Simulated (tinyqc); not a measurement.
Arrhenius plot: admittance spectroscopy and thermally stimulated current of one trap level in a depletion layer. Computed by tinyqc, a small Python program. Command: `OMP_NUM_THREADS=1 python tinyqc.py 3113314 3113315 out.jsonl admit walk`. One thread of a shared host (Intel(R) Xeon(R) Processor @ 2.30GHz), about 0.01 s of CPU time with the checks.

A Schottky junction on n-type material holds one donor-like electron trap; shallow donors are fully ionised and abrupt depletion edges are assumed.

Inputs (values chosen for the exercise, modelled on n-type GaN):
```
quantity                         value    unit
density-of-states mass m         0.207     m_0
shallow doping N                 2e+15  1/cm^3
trap depth E_t below the band    0.391      eV
capture cross section sigma    4.8e-17    cm^2
test frequency f                 60000      Hz
```

Constants: k_B = 1.380649e-23 J/K; m_0 = 9.1093837015e-31 kg; h = 6.62607015e-34 J s; k_B = 8.617333262e-05 eV/K.

Method:
- N_c = 2 (2 pi m k_B T/h^2)^(3/2), v_th = sqrt(3 k_B T/m), emission rate e_n = sigma v_th N_c exp(-E_t/(k_B T)).
- Where the level crosses the Fermi level capture equals emission, so the trap follows the signal with the rate 2 e_n; G/omega peaks at omega = 2 e_n (the correction for large N_t/N is left out).
- Solve 2 e_n(T_p) = 2 pi f.
- T_p for 0.1, 0.3, 1, 3 and 10 f; least-squares lines of ln(e_n/T^2) and of ln(e_n) against 1/(k_B T), e_n = pi f; sigma = exp(intercept)/(v_th N_c/T^2).

peak temperature T_p = 436.485 K

Peaks:
```
f (Hz)  T_p (K)  1/(k_B T) (1/eV)  ln(e_n/T^2)  ln(e_n)
6000     367.32            31.593      -1.9682    9.844
18000    397.58            29.188      -1.0279   10.943
60000    436.48            26.586      -0.0107   12.147
180000   478.59            24.248       0.9038   13.245
600000   534.05            21.729       1.8884   14.449
```

depth from e_n/T^2 = 0.391 eV

cross section from the intercept = 4.80e-17 cm^2

depth without the T^2 = 0.46672 eV

Leaving out T^2 adds 76 meV, near 2 k_B T_p = 75 meV.

Extremes, crossings and ranges named in words are read from the listed rows.
